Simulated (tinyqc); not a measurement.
MOS capacitor on a p-type substrate, surface potential from the exact charge relation: two steps of the calculation.

Uniform p-type substrate, Boltzmann statistics, full ionisation, classical densities. psi is the surface potential against the body (positive when the bands bend down) and u = psi/Vt. Traps are spread evenly over the gap and neutral at flat band, so their charge is -q Dit psi; the minority quasi-Fermi level is shifted by Vb.

Inputs (values chosen for the exercise); band and dielectric values close to those of gallium arsenide: temperature T = 400 K; band gap Eg = 1.41 eV; relative permittivity eps_r = 12.8; conduction-band density of states at T Nc = 6.73e17 cm^-3; valence-band density of states at T Nv = 1.38e19 cm^-3; electron affinity chi = 4.03 eV; acceptor density of the substrate N = 2.4e16 cm^-3; relative permittivity of the gate insulator (close to aluminium oxide) eox = 9.16; insulator thickness tox = 8.5 nm; gate work function phiM = 4.35 eV; fixed charge at the interface, in units of q Nf = 0 cm^-2; density of interface traps Dit = 0 cm^-2 eV^-1; reverse bias of the inversion layer against the body Vb = 0 V; gate voltage against the body Vg = 0.74 V.

Constants: q = 1.602176634e-19 C, kB = 1.380649e-23 J/K, Vt = kB T/q, eps0 = 8.8541878128e-14 F/cm where lengths are in cm. Results are converted to the units shown.

Question 1. Flat band, threshold and scales. ni = sqrt(Nc Nv) exp(-Eg/(2 Vt)), Eg in volts; phiF = Vt ln(N/ni); Cox = eps0 eox/tox; Vfb = phiM - chi - (Eg - Vt ln(Nv/N)) - q Nf/Cox; Q0 = sqrt(2 eps0 eps_r q N Vt); r = (ni/N)^2 exp(-Vb/Vt); VT = Vfb + [(2 phiF + Vb)(1 + q Dit/Cox) + sqrt(2 eps0 eps_r q N (2 phiF + Vb))/Cox].

Wanted: ni; phiF; Cox; Vfb; Q0; r; VT.

Answer 1.

ni = 3.993e9 cm^-3
phiF = 0.5380 V
Cox = 0.9542 uF/cm^2
Vfb = -0.8710 V
Q0 = 17.33 nC/cm^2
r = 2.769e-14
VT = 0.3066 V

Question 2. Newton step for the surface potential. u = psi/Vt; F^2 = exp(-u) + u - 1 + r (exp(u) - u - 1); Qs = -sign(u) Q0 F; Cs = -dQs/dpsi = (Q0/Vt) |1 - exp(-u) + r (exp(u) - 1)|/(2 F). f = Vfb + psi + (q Dit psi - Qs)/Cox - Vg, f' = 1 + (Cs + q Dit)/Cox, psi(new) = psi - f/f'.

psi after iteration 1 = 1.2626652 V
Cox = 0.95416895 uF/cm^2
Vfb = -0.87096910 V
Q0 = 17.332915 nC/cm^2
r = 2.7685576e-14

Find: u; F; Qs; Cs; f; f'; psi after iteration 2.

Answer 2.

u = 36.63
F = 16.13
Qs = -279.5 nC/cm^2
Cs = 3.515 uF/cm^2
f = -0.05534 V
f' = 4.684
psi after iteration 2 = 1.274 V

tinyqc, about 0.01 s, one thread, Intel Xeon 2.30GHz (shared host): `OMP_NUM_THREADS=1 python tinyqc.py 2060143 2060144 out.jsonl`
